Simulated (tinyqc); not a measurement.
Localisation in a chain with random site energies (transfer matrices): sweeps and comparisons. A value that a table varies takes the place of the one given here.

Hopping -t; leads with site energy 0, E = -2t cos(ka). psi_(j+1) = ((e_j - E)/t) psi_j - psi_(j-1), a product of matrices M_j = [[(e_j - E)/t, -1], [1, 0]]. For M = M_N ... M_1 the transmission is T = 4 sin^2(ka)/|M21 - M12 + M22 exp(ika) - M11 exp(-ika)|^2. Long samples draw e_j = W (x_j/2147483647 - 1/2) from x_j = 16807 x_(j-1) mod 2147483647, starting at x0. The localisation length xi, in sites, is defined by ln T = -2N/xi on average; weak disorder gives xi = 24 (4t^2 - E^2)/W^2, and the mean free path for backscattering is xi/2.

Numerical xi = N/ln sqrt(psi_(N+1)^2 + psi_N^2) for N = 20000 sites from psi_1 = 1, psi_0 = 0; its statistical error is about xi sqrt(xi/N).

Values chosen for the exercise:
- t = 1.45 eV (hopping)
- E = -0.54 eV (energy)
- x0 = 8866 (start of the number sequence)
- W = 3.77 eV (full width of the disorder)

## Localisation length against disorder

The same number sequence scaled by W.

xi (sites):

| W/t | W (eV) | numerical | error | weak disorder | strong: 1/(ln(W/2t) - 1) |
|---|---|---|---|---|---|
| 1.0 | 1.450 | 99.496 | 7.018 | 92.671 | - |
| 1.5 | 2.175 | 45.127 | 2.144 | 41.187 | - |
| 2.0 | 2.900 | 25.042 | 0.886 | 23.168 | - |
| 3.0 | 4.350 | 10.578 | 0.243 | 10.297 | - |
| 4.0 | 5.800 | 6.069 | 0.106 | 5.792 | - |
| 6.0 | 8.700 | 2.903 | 0.035 | 2.574 | - |
| 10.0 | 14.500 | 1.413 | 0.012 | 0.927 | 1.641 |
| 16.0 | 23.200 | 0.894 | 0.006 | 0.362 | 0.926 |

At W = t the numerical value is 99.5 +/- 7.0 against 92.7, and at 2t 25.04 +/- 0.89 against 23.17. The weak-disorder formula is within 15 % for W/t = 1, 1.5, 2, 3, 4 and 6; at W = 16t it gives 0.36 and the strong-disorder form 0.93, against 0.89. All states of the chain are localised; disorder only sets the length.

## From ballistic to localised

200 samples of each length, cut one after another from the start of the sequence. Typical T = exp(mean ln T). Ohmic: 1/(1 + 2N/xi); localised: exp(-2N/xi), both with the weak-disorder xi.

Transmission:

| N | mean T | typical T | spread of ln T | ohmic | localised |
|---|---|---|---|---|---|
| 2 | 0.785 | 0.766 | 0.236 | 0.774 | 0.747 |
| 5 | 0.555 | 0.477 | 0.616 | 0.578 | 0.482 |
| 10 | 0.384 | 0.264 | 0.995 | 0.407 | 0.232 |
| 20 | 0.184 | 0.0616 | 1.731 | 0.255 | 0.0541 |
| 40 | 0.0526 | 0.00345 | 2.967 | 0.146 | 0.00292 |
| 80 | 0.00482 | 1.69e-05 | 4.302 | 0.0789 | 8.53e-06 |

With xi = 13.7 sites, mean and typical T are 0.555 and 0.477 at N = 5, and 0.00482 and 1.69e-05 at N = 80, where ln T scatters by 4.3. The slope of ln(typical T) between 40 and 80 sites gives xi = 15.0, uncertain by about 7 % from the scatter of 200 samples. At N = 80 the ohmic law gives 4.66e+03 times the typical value: a single channel has no ohmic range beyond a mean free path, and the mean is carried by rare resonant samples.

## What each parameter does

Numerical and weak-disorder xi. Each row changes one parameter from the base and keeps the others.

Results:

| case | numerical xi (sites) | weak-disorder xi (sites) |
|---|---|---|
| base | 14.47 | 13.71 |
| t = 1.667 eV | 19.11 | 18.28 |
| E = -0.38 eV | 14.90 | 13.96 |
| W = 4.524 eV | 9.97 | 9.52 |
| x0 = 8867 | 14.48 | 13.71 |

The largest shifts from the base row, up to three for each result and ties (the steps differ in size, so this ranks the rows, not the parameters). numerical xi (sites): t +4.64, W -4.50, E +0.44. weak-disorder xi (sites): t +4.57, W -4.19, E +0.25; unchanged at the printed digits by x0. A new x0 is another sample of the same disorder; its shift is one draw of the statistical scatter, about xi sqrt(xi/N); the other rows share one sample, so their errors are correlated.

(tinyqc, `OMP_NUM_THREADS=1 python tinyqc.py 1451014 1451015 out.jsonl`, Intel(R) Xeon(R) Processor @ 2.30GHz, 1 thread, shared host, about 0.08 s.)
